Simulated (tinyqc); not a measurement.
CCSD on RHF in the 6-311g basis, for He, spin multiplicity 1, step by step. One step of it, computed by the program tinyqc.

Question. CCSD: starting amplitudes. t_ij^ab = <ij||ab> / (e_i + e_j - e_a - e_b), whose energy is MP2.

orbital energies (hartree): MO1 -0.916871, MO2 0.829434, MO3 6.313546

Two-electron integrals over orbitals (pq|rs), unique and non-zero (hartree):
```
(11|11) 1.026153    (21|11) -0.277318   (21|21) 0.146549    (22|11) 0.659589
(22|21) -0.113630   (22|22) 0.506646    (31|11) -0.173910   (31|21) 0.125599
(31|22) -0.078781   (31|31) 0.216548    (32|11) 0.229495    (32|21) -0.120916
(32|22) 0.102674    (32|31) -0.148688   (32|32) 0.127591    (33|11) 1.176980
(33|21) -0.380997   (33|22) 0.727303    (33|31) -0.386668   (33|32) 0.380658
(33|33) 1.599956
```

Give: Starting amplitudes; correlation energy.

Answer.

Starting amplitudes (spin orbitals 1a, 1b, ...; amplitudes related by a flip of all spins are not repeated):
```
from      to        t
1a 1b  2a 2b  -0.0420
1a 1b  3a 3b  -0.0150
1a 1b  2a 3b  -0.0140
```

correlation energy = -0.012907 hartree
